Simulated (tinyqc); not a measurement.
Electron-beam lithography: double-Gaussian proximity function, edge placement and dose correction for parallel lines: one step, computed by the program tinyqc.

Lines are infinitely long. Absorbed energy is counted so that the middle of a very large area written at dose 1 receives 1; the resist develops where it exceeds 1/2.

Question. Interaction matrix. f(r) = [exp(-r^2/alpha^2)/alpha^2 + eta exp(-r^2/beta^2)/beta^2]/(pi (1 + eta)). A line from a to b at dose d gives E(x) = d [S(alpha) + eta S(beta)]/(1 + eta), S(s) = [erf((b - x)/s) - erf((a - x)/s)]/2. M_ij is the mean of E at the two edges of line i from line j at dose 1.

Inputs (values chosen for the exercise, of the order of those for 100 keV electrons in resist on silicon): forward range alpha = 0.022 micrometre; backscatter range beta = 31 micrometre; backscatter ratio eta = 0.48.

Lines (micrometre):

| line | left edge | right edge | centre |
|---|---|---|---|
| 1 | 0.000 | 4.800000e-02 | 2.400000e-02 |
| 2 | 0.188 | 2.118800e+01 | 1.068800e+01 |
| 3 | 21.328 | 2.922800e+01 | 2.527800e+01 |
| 4 | 29.326 | 3.382600e+01 | 3.157600e+01 |

Give: M.

Answer.

M:
```
        1       2       3       4
1  0.3374  0.1070  0.0241  0.0094
2  0.0002  0.4452  0.0349  0.0166
3  0.0001  0.0964  0.3835  0.0251
4  0.0001  0.0783  0.0443  0.3642
```
